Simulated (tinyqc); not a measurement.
Worked calculation: CCD on RHF in the 6-311g basis, for H-, spin multiplicity 1. The basis has no diffuse functions, so it cannot describe the extra electron: this is an exercise in the method, not the real anion. One step of it, computed by the program tinyqc.

Task: Orthogonalisation. S = U s U^T; symmetric (Loewdin) form X = U s^(-1/2) U^T, so that X^T S X = 1.

overlap S, lower triangle:
```
          1H 1s     1H 2s     1H 3s
1H 1s  1.000000
1H 2s  0.706377  1.000000
1H 3s  0.373664  0.788963  1.000000
```

Give: eigenvalues of S; X.

Result:

eigenvalues of S: 0.1092  0.6294  2.2614

X, lower triangle:
```
         1H 1s    1H 2s   1H 3s
1H 1s   1.3660
1H 2s  -0.7285   2.0456
1H 3s   0.1796  -0.9056  1.5398
```
